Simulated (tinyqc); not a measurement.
Kinetics of strain relaxation and threading dislocations in mismatched semiconductor layers: one step, computed by the program tinyqc.

60-degree dislocations on {111} planes of a (001) layer, isotropic elasticity. The Schmid factor is 1/sqrt(6), and a misfit segment relieves strain with b/2.

Problem. Excess stress and glide velocity at the start. Excess resolved stress tau = (1/sqrt 6) [2 G (1 + nu)/(1 - nu)] (e - e_eq), e_eq = b (1 - nu/4) [ln(h/b) + 1]/(4 pi (1 + nu) h), the Matthews-Blakeslee strain of an uncapped layer; glide velocity v = v0 tau exp(-Q/(k_B T)), tau in MPa.

Inputs (values chosen for the exercise, modelled on Si(0.7)Ge(0.3) on Si): misfit f = 0.0122; shear modulus G = 64.2 GPa; Poisson ratio nu = 0.27; Burgers vector b = 3.89 angstrom; glide activation energy Q = 1.95 eV; velocity prefactor v0 = 31000 m/s per MPa; layer thickness h = 190 nm; anneal temperature T = 844 K.

Constants: k_B = 8.617333262e-05 eV/K.

Give: equilibrium strain e_eq; excess stress tau; mobility v/tau; initial velocity.

Solution.

equilibrium strain e_eq = 8.603e-04

excess stress tau = 1034 MPa

mobility v/tau = 7.036e-08 m/s per MPa

initial velocity = 72.76 micrometre/s

Caution: at stresses above about 1 GPa the linear velocity law understates glide, as stress lowers the kink barrier.
